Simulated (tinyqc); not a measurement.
Levels against anisotropy: donor in an ellipsoidal valley (Kohn-Luttinger variational method). Computed by tinyqc, a small Python program. Command: `OMP_NUM_THREADS=1 python tinyqc.py 3000299 3000300 out.jsonl kohnlutt walk`. One thread of a shared host (Intel(R) Xeon(R) Processor @ 2.30GHz), about 0.03 s of CPU time with the checks.

H = -(d^2/dx^2 + d^2/dy^2) - gamma d^2/dz^2 - 2/r in units built on m_t, with gamma = m_t/m_l and z along the valley axis. One valley; no valley-orbit or central-cell term.

Inputs (values chosen for the exercise, for a model semiconductor): transverse mass m_t = 0.114 m_0; longitudinal mass m_l = 0.763 m_0; dielectric constant eps = 15.8.

Constants: Ry = 13.605693123 eV; a_0 = 0.529177210903 angstrom.

Method:
- Ry* = Ry m_t/eps^2, a* = a_0 eps/m_t, gamma = m_t/m_l.
- Trial function exp(-sqrt((x^2 + y^2)/a^2 + z^2/b^2)) with beta = b/a < 1: E = t/a^2 - u/a, t = (2 + gamma/beta^2)/3, u = 2 arcsin(sqrt(1 - beta^2))/sqrt(1 - beta^2); the best a is 2 t/u and E(beta) = -u^2/(4 t).
- The trial energy is minimised over beta by golden section from 0.05 to 0.999, 60 steps.
- Gaussian basis: g = P exp(-al (x^2 + y^2) - be z^2) with P = 1 (s-like), z (2p0) or x (2p+-); al = 0.004 x 2.6^k, k = 0..11, and be/al = 1, gamma^(-1/2) or 1/gamma (36 functions); 1/r = (2/sqrt(pi)) int exp(-t^2 r^2) dt by 48 Gauss-Legendre points after t = sqrt(al_i + al_j) tan(theta); overlap eigenvalues below 1e-10 are dropped.

gamma = 0.149410

Binding energies (Ry*):

| gamma | 1s, trial | 1s, Gaussians | 2p0 | 2p+- |
|---|---|---|---|---|
| 0.037 | 2.1943 | 2.2092 | 1.1326 | 0.37624 |
| 0.075 | 1.9443 | 1.9522 | 0.8843 | 0.35667 |
| 0.150 | 1.6877 | 1.6911 | 0.6672 | 0.33338 |
| 0.220 | 1.5441 | 1.5460 | 0.5612 | 0.31875 |
| 0.290 | 1.4409 | 1.4421 | 0.4915 | 0.30743 |
| 0.530 | 1.2202 | 1.2204 | 0.3596 | 0.28070 |
| 0.830 | 1.0629 | 1.0629 | 0.2791 | 0.25923 |

What does the comparison show, and why?

As gamma falls from 0.83 to 0.037, 1s deepens from 1.063 to 2.209 Ry*, on the way from the hydrogen value 1 to the two-dimensional limit 4; 2p+- moves from 0.259 to 0.376 (limits 1/4 and 4/9), while 2p0 climbs from 0.279 to 1.133 and joins 1s as gamma tends to 0. Near gamma = 1 the trial function is almost exact and can pass the Gaussian basis, whose own error is about 3e-5 Ry*.

Extremes, crossings and ranges named in words are read from the listed rows.
